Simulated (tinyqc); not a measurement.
## Gain factor and gap resistance from two string resistances

Question. At small bit-line voltage each of the 48 cells has the resistance 1/(K x) at overdrive x (no mobility reduction) in series with a gap resistance Rg. Find K, Rg and the share of the gaps at the higher overdrive.

resistance of a string of 48 equal cells at overdrives of 3.7 and 7.3 V (kohm): [1022.6409, 565.66732]

Solution. The resistance per cell is a straight line in 1/x with slope 1/K and intercept Rg.

K = 14.00 uA/V^2
Rg = 2.000 kohm
share of the gaps = 16.97 %

Program tinyqc, `OMP_NUM_THREADS=1 python tinyqc.py 2142163 2142164 out.jsonl`; Intel Xeon 2.30GHz, shared host, one thread, about 0.6 s.
